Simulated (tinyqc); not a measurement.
From parabola to cone: four-band model of biased bilayer graphene near K.

Basis A1, B1, A2, B2, with B1 below A2; p = kx + i ky, v_j = (sqrt3/2) a g_j. Diagonal -U/2, -U/2, U/2, U/2; <A1|B1> = <A2|B2> = v0 p*, <B1|A2> = g1, <A1|B2> = v3 p, <A1|A2> = <B1|B2> = -v4 p*.

Parameters, chosen for this exercise (near those used for Bernal bilayer graphene; shifted at random, so the results belong to these values and not to a real crystal):
```
symbol  value  unit      meaning
a       2.46   angstrom  lattice constant
g0      2.7    eV        hopping in a layer
g1      0.392  eV        hopping of the dimer sites
g3      0.27   eV        skew hopping A1-B2
g4      0.15   eV        skew hopping A1-A2
```

U = 0, along kx. Parabola: v0^2 k^2/g1. Hyperbola: sqrt(g1^2/4 + v0^2 k^2) - g1/2. Then bands 3 and 2 of the full matrix for +kx and band 3 for -kx.

Energies (eV):
```
k (1/angstrom),parabola,hyperbola,"band 3, +kx","band 2, +kx","band 3, -kx"
0.002,0.0003,0.0003,0.0008,-0.0008,0.0015
0.005,0.0021,0.0021,0.0010,-0.0005,0.0052
0.010,0.0084,0.0083,0.0036,-0.0017,0.0148
0.030,0.0760,0.0651,0.0567,-0.0437,0.0866
0.050,0.2110,0.1520,0.1434,-0.1164,0.1877
0.080,0.5402,0.3042,0.2966,-0.2488,0.3598
0.120,1.2154,0.5215,0.5158,-0.4411,0.6027
```

Give the missing row, k (1/angstrom) = 0.020.

Computed row:
```
k (1/angstrom)  parabola  hyperbola  band 3, +kx  band 2, +kx  band 3, -kx
0.020             0.0338     0.0313       0.0239      -0.0173       0.0452
```

The parabola is 2 % above the hyperbola at 0.01 and a factor 2.33 at 0.12 1/angstrom, where the slope nears v0. g3 makes +kx and -kx differ, by 29.9 meV at 0.03, and g4 makes electrons and holes differ, |band 3| - |band 2| = +13.0 meV there. Without bias the bands touch in four small cones, one at K and three at k = g1 v3/v0^2 = 0.0068 1/angstrom from it; their pockets join near g1 (g3/g0)^2/4 = 1.0 meV.

(tinyqc, `OMP_NUM_THREADS=1 python tinyqc.py 1480633 1480634 out.jsonl`, Intel(R) Xeon(R) Processor @ 2.30GHz, 1 thread, shared host, about 0.03 s.)
